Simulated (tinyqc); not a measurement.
# Channel mobility from two channel lengths

Inverse problem. Two power MOSFETs differ only in channel length: R_on = R_rest + Lc (Wp + a)/(2 mch Cox Vov), Cox = 3.9 eps0/tox. Find mch and R_rest.

Inputs (values chosen for the exercise):
- tox = 66 nm (gate oxide thickness (eps_r 3.9))
- Vov = 13 V (gate overdrive)
- Wp = 2.6 um (width of the p body in one cell, channels included)
- a = 3.2 um (gap between neighbouring p bodies)

Constants: eps0 = 8.8541878128e-14 F/cm where lengths are in cm. Results are converted to the units shown.

R_on at Lc = 0.32 and 0.78 um (mohm cm^2): 2.3568492  2.4385698

Answer. R_on is a straight line in Lc; its slope gives mch and its intercept the rest.

mch = 240 cm^2/(V s)
R_rest = 2.30 mohm cm^2

Computed by the program tinyqc: `OMP_NUM_THREADS=1 python tinyqc.py 2230026 2230027 out.jsonl`, one thread of a shared Intel Xeon 2.30GHz, about 0.01 s for the whole run.
